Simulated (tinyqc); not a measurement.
Franz-Keldysh effect at a direct gap, step by step. Values are carried at full precision from step to step, so a last printed digit may differ when a step is redone from the rounded ones.

Parabolic bands, vertical transitions, no excitons. For each hole band j: mr = me mj/(me + mj); joint density of states J_j(E) = (mr/c)^(3/2) sqrt(E - Eg)/(2 pi^2), both spins, c = hbar^2/2m0; averaged matrix element |e.p|^2 = m0 Ep/6; alpha_j(E) = 4 pi^2 alpha_f c Ep J_j/(3 nr E) in 1/angstrom (alpha_f the fine-structure constant, listed as alpha among the constants), times 1e8 for 1/cm.

In a field Fd (1 kV/cm = 1e-5 V/angstrom) the electro-optic energy of band j is th = (c (e Fd)^2/mr)^(1/3), and sqrt(E - Eg) in J_j is replaced by pi sqrt(th) [Ai'(b)^2 - b Ai(b)^2] with b = (Eg - E)/th; Ai is the Airy function.

Constants: hbar^2/2m0 = 3.80998211 eV angstrom^2; fine-structure constant alpha = 0.007297352564.

Parameters, chosen for this exercise (near those of GaAs; not measured data):
- Eg = 1.398 eV (direct gap)
- me = 0.0654 m0 (electron mass)
- mhh = 0.519 m0 (heavy-hole mass)
- mlh = 0.0785 m0 (light-hole mass)
- Ep = 26.2 eV (Kane energy)
- nr = 3.53 (refractive index)
- Fd = 170 kV/cm (uniform field)
- E = 1.429 eV (photon energy)
- L = 250 micrometre (length of a waveguide)

## Electro-optic energy and length

For each hole band give mr, th and the length th/(e Fd).

Scales:
```
hole,mr (m0),th (meV),length (angstrom)
heavy,0.05808,57.446,33.8
light,0.03568,67.579,39.8
```

The light-hole pair has th larger by a factor 1.176, the cube root of the ratio of reduced masses.

## Airy factors at E

Ai is the Airy function, th the electro-optic energy of each hole band from the table (its other columns are not needed here), b = (Eg - E)/th with th in eV; the factor takes the place of sqrt(E - Eg) in the joint density of states.

Form b, Ai(b), Ai'(b) and the factor pi sqrt(th) [Ai'^2 - b Ai^2] for each band, beside sqrt(E - Eg) (zero below the gap).

Factors:
```
hole,b,Ai(b),Ai'(b),factor (eV^(1/2)),without field
heavy,-0.5396,0.4836,-0.1942,0.1234,0.1761
light,-0.4587,0.4671,-0.2134,0.1189,0.1761
```

## Absorption with and without the field

Put the factors in place of sqrt(E - Eg) in alpha_j and add the bands; a waveguide of length L changes its transmission by 4.343 (alpha(F) - alpha(0)) L dB.

alpha_j in the field (1/cm): heavy 2.24e+03, light 1.04e+03

alpha(F) = 3.27e+03 1/cm
alpha(0) = 4726 1/cm
change of loss = -158 dB

Without the field the loss over L is 513 dB, so this energy is of no use for a modulator. Above the gap the field lowers the absorption at this energy; the sign alternates with energy (Franz-Keldysh oscillations). Excitons, which add a sharp peak at low field, are left out.

## Checks

- Airy factor at b = -40 against the zero-field limit sqrt(-b): 6.33 against 6.32.

Computed by tinyqc, a small Python program: `OMP_NUM_THREADS=1 python tinyqc.py 1681129 1681130 out.jsonl` (the numbers bound the seed that draws the inputs); one thread of a shared host (Intel(R) Xeon(R) Processor @ 2.30GHz), about 0.01 s for the whole set of steps.
